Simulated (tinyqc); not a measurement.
X-ray reflectivity of a thin film on silicon: critical angles, Parratt recursion, fringes and roughness: one step, computed by the program tinyqc.

n = 1 - delta + i beta; the classical electron radius is r_e = 2.8179403e-6 nm. Layer 0 is vacuum, 1 the film, 2 the substrate.

Task: Fringe period, contrast and decay. Far above the critical angle the period is d theta = lambda/(2 d), or 2 pi/d in q; the envelope runs between (|r_01| - |r_12 p|)^2 and (|r_01| + |r_12 p|)^2; contrast = 2 a b/(a^2 + b^2) with a = |r_01|, b = |r_12 p|; roughness factors on the amplitudes are about exp(-q^2 sigma^2/2).

Inputs (values chosen for the exercise, modelled on tungsten on silicon, copper K-alpha radiation):
```
quantity,value,unit
wavelength lambda,0.15406,nm
film thickness d,35.7,nm
roughness of the surface sigma_1,1.2,nm
roughness of the interface sigma_2,0.7,nm
```

1000 r_01 = 0.003550227-0.000357811i

1000 r_12 = -0.7309554+0.0719200i

p = 0.7529258+0.0806767i

q = 4 pi sin(theta)/lambda = 3.444162 1/nm

Give: period in theta; period in q; contrast; roughness factor, surface; roughness factor, interface.

Result:

period in theta = 0.12363 degrees

period in q = 0.17600 1/nm

contrast = 0.012831

roughness factor, surface = 1.9533e-04

roughness factor, interface = 0.054680
